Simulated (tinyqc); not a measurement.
# Input admittance of a MOSFET at zero drain bias: distributed channel and distributed gate: what changes with what

Source and drain grounded, strong inversion, w = 2 pi f, Cox = eps0 eox/tox. The channel is an RC line of resistance 1/(mu Cox Vo) per square fed from both ends, so one finger has the intrinsic admittance y = i w Cox L tanh(g)/g per width, g = (1/2) sqrt(i w tau), tau = L^2/(mu Vo). The vertical resistance rv/L is in series with y, the overlaps 2 i w Cov in parallel: y_t = 1/(1/y + rv/L) + 2 i w Cov. The gate strip is a line of Rsh/L per length loaded by y_t, so a finger has Y = y_t Wf tanh(k)/k, k = (Wf/sd) sqrt(y_t Rsh/L); the device has Nf Y.

Values chosen for this exercise; values of the order met in silicon radio-frequency transistors:
```
symbol,value,unit,meaning
eox,7.72,,relative permittivity of the gate insulator (close to silicon nitride)
tox,12,nm,insulator thickness
L,1.2,um,channel length
Wf,13,um,finger width
Nf,1,,number of fingers
mu,340,cm^2/(V s),channel mobility
Vo,0.58,V,gate overdrive
Rsh,7.9,ohm/square,sheet resistance of the gate
rv,0,ohm um^2,vertical resistivity of the gate stack
sd,2,,number of ends at which a finger is contacted
Cov,0.23,fF/um,overlap and fringe capacitance on each side
f,8.7,GHz,frequency
```

Constants: eps0 = 8.8541878128e-14 F/cm where lengths are in cm. Results are converted to the units shown.

Each table varies one quantity; the others keep the values above.

## Input impedance against frequency

Low-frequency limits, with c = Cox L and ct = c + 2 Cov: R_strip = Rsh Wf/(3 sd^2 L Nf), R_ch = (c/ct)^2 L/(12 mu Cox Vo Wf Nf), R_vert = (c/ct)^2 rv/(L Wf Nf), C = ct Wf Nf. Z = 1/(Nf Y) = R + 1/(i w C), Q = |Im Z|/R, far-point signal |1/cosh k|.

The same in every row: low-frequency R (ohm) = 67.25.

Results:
```
f (GHz),w tau,|k|,R (ohm),C (fF),Q,signal at the far point
0.09,0.04129,0.03387,67.25,94.84,277.3,1.000
0.2,0.09176,0.05050,67.25,94.84,124.8,1.000
0.6,0.2753,0.08745,67.25,94.83,41.60,0.9999
2,0.9176,0.1594,67.22,94.70,12.50,0.9990
5,2.294,0.2494,67.05,93.99,5.051,0.9943
10,4.588,0.3413,66.48,91.57,2.614,0.9805
40,18.35,0.5192,57.64,64.94,1.063,0.9170
300,137.6,0.8945,21.35,23.26,1.068,0.7955
```

Estimate the missing row, f = 100 GHz.

Computed row:
```
f (GHz),w tau,|k|,R (ohm),C (fF),Q,signal at the far point
100,45.88,0.6421,38.89,38.72,1.057,0.8791
```

With this row back in the table: R falls from 67.2 to 21.4 ohm and C falls from 94.8 to 23.3 fF. Q goes as f^(-1.00) between the first two rows and f^(0.01) between the last two, where w tau = 138 and |k| = 0.894. The low-frequency limits hold both R and C within 5 % up to f = 10 GHz among the rows.

## Dividing a fixed width into fingers

Total width Wf Nf = 13 um; each finger also has a contact resistance Rc at each contacted end, which adds Rc/(sd Nf). The resistances are low-frequency limits, good while |k| is below about 1; the far-point signal is |1/cosh k| at f, without Rc.

The same in every row: R_ch + R_vert (ohm) = 60.12.

Result of one run:
```
Nf,Wf (um),R_strip (ohm),Rc/(sd Nf) for Rc = 30 ohm (ohm),sum (ohm),signal at the far point
1,13.00,7.132,15.00,82.25,0.9845
```

What becomes of these results when the number of fingers Nf is changed from 1 to 64, all else the same?

Result of the changed run:
```
Nf,Wf (um),R_strip (ohm),Rc/(sd Nf) for Rc = 30 ohm (ohm),sum (ohm),signal at the far point
64,0.2031,0.001741,0.2344,60.35,1.000
```

The whole series:
```
Nf,Wf (um),R_strip (ohm),Rc/(sd Nf) for Rc = 30 ohm (ohm),sum (ohm),signal at the far point
1,13.00,7.132,15.00,82.25,0.9845
2,6.500,1.783,7.500,69.40,0.9962
4,3.250,0.4457,3.750,64.31,0.9991
8,1.625,0.1114,1.875,62.10,0.9998
16,0.8125,0.02786,0.9375,61.08,0.9999
32,0.4062,0.006965,0.4688,60.59,1.000
64,0.2031,0.001741,0.2344,60.35,1.000
128,0.1016,4.353e-4,0.1172,60.23,1.000
```

R_strip falls as 1/Nf^2, from 7.13 to 4.35e-4 ohm, the contact term as 1/Nf, and R_ch + R_vert stays at 60.1 ohm since the total width is fixed. The sum is within a factor 1.5 of that floor from Nf = 1 on. More fingers add wiring capacitance, which is left out.

Computed by the program tinyqc: `OMP_NUM_THREADS=1 python tinyqc.py 2262108 2262109 out.jsonl`, one thread of a shared Intel Xeon 2.30GHz, about 0.01 s for the whole run.
